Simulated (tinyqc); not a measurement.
Lateral field, substrate current, probability of reaching the oxide barrier and hot-carrier lifetime of a silicon transistor (pseudo-two-dimensional and lucky-electron models): one step, computed by the program tinyqc.

Local-field models: a lucky carrier gains its energy at the peak field over a path free of collisions. Voltages are magnitudes.

Question. Peak lateral field. C_ox = 3.9 eps_0/t; F_sat = 2 v_s/mu; V_Dsat = V_ov F_sat L/(V_ov + F_sat L), V_ov = V_G - V_T; I_D/W = C_ox v_s (V_ov - V_Dsat). Scale length l = 0.22 t^(1/3) x_j^(1/2) (all in cm); F_m = sqrt(((V_D - V_Dsat)/l_e)^2 + F_sat^2), with l_e = l; length of the velocity-saturated region l_e ln((V_D - V_Dsat)/(l_e F_sat) + F_m/F_sat).

Inputs (values chosen for the exercise, modelled on a silicon n-channel): channel length L = 820 nm; oxide thickness t = 17 nm; junction depth x_j = 180 nm; mobility mu = 320 cm^2/(V s); saturation velocity v_s = 0.84 1e7 cm/s; threshold voltage V_T = 0.76 V; gate voltage V_G = 2.5 V; drain voltage V_D = 3.8 V; ionisation prefactor A_i = 2.2e+06 1/cm; ionisation field B_i = 1.77 MV/cm; hot-carrier mean free path lambda = 8.1 nm; oxide barrier phi_b = 3.1 eV; interface-trap threshold phi_it = 3.6 eV; lifetime constant H = 30 s microampere/micrometre.

Drain: abrupt.

Constants: eps_0 = 8.8541878128e-12 F/m.

Give: scale length l; peak field F_m; velocity-saturated length; energy gained over one free path, e lambda F_m.

Answer.

scale length l = 111.4 nm

peak field F_m = 235.8 kV/cm

velocity-saturated length = 243.1 nm

energy gained over one free path, e lambda F_m = 0.1910 eV
